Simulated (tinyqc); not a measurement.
Convergence with cell size: Koster-Slater impurity in a tight-binding band, by Green functions and by supercells. Computed by tinyqc, a small Python program. Command: `OMP_NUM_THREADS=1 python tinyqc.py 3000825 3000826 out.jsonl kosterslater walk`. One thread of a shared host (Intel(R) Xeon(R) Processor @ 2.30GHz), about 0.04 s of CPU time with the checks.

One orbital per site, e(k) = -2 t sum cos(k_i) over 2 direction(s), band from -4 t to 4 t, lattice constant 1. One site has the extra energy U. Spin is left out.

Inputs (values chosen for the exercise, for a model band): hopping t = 0.58 eV; impurity potential U = -1.35 eV.

Lattice: square.

Method:
- Outside the band G0(E) = (2/(pi E)) K(m), m = 16 t^2/E^2, K the complete elliptic integral with parameter m.
- A bound state solves 1/U = G0(E).
- Bisection in ln(distance from the edge) between 1e-5 t and |U| + t. Weight on the impurity site: -1/(U^2 dG0/dE), by a central difference with step min(1e-4 t, distance/30). Decay length along an axis: 1/arccosh(1 + distance/(2 t)).
- In a periodic cell of N sites along each direction with Bloch vector K, the level solves 1/U = N^-d sum_k 1/(E - e(k)), k_i = (2 pi m_i + K_i)/N, m_i = 0..N-1; the outermost root on the side of U is taken (bisection). d is the number of directions. Gamma means K_i = 0, the zone corner K_i = pi, the quarter point K_i = pi/2.
- Even N; errors against the isolated level E_b, set to 0 below 1e-6 t.

level E_b = -2.39796 eV

decay length = 2.74279 sites

Error of the level (eV):

| N | sites | Gamma | corner | quarter point |
|---|---|---|---|---|
| 2 | 4 | -4.0860e-01 | 1.0480e+00 | 1.9964e-01 |
| 4 | 16 | -1.1404e-01 | 1.9964e-01 | 2.2854e-02 |
| 6 | 36 | -4.6437e-02 | 6.1213e-02 | 4.0830e-03 |
| 8 | 64 | -2.0927e-02 | 2.2854e-02 | 8.2997e-04 |
| 12 | 144 | -4.4093e-03 | 4.0830e-03 | 3.7979e-05 |
| 16 | 256 | -9.0855e-04 | 8.2997e-04 | 1.8093e-06 |

The error at Gamma falls exponentially, between the last two resolved rows by exp(-0.395) per site against 1/(decay length) = 0.365; the rest is the power-law prefactor of the Green function. Gamma and the corner err in opposite directions. Among the sizes listed an error below 1 meV is first reached at N = 16 at Gamma; at the quarter point N = 8 is enough.

Extremes, crossings and ranges named in words are read from the listed rows.
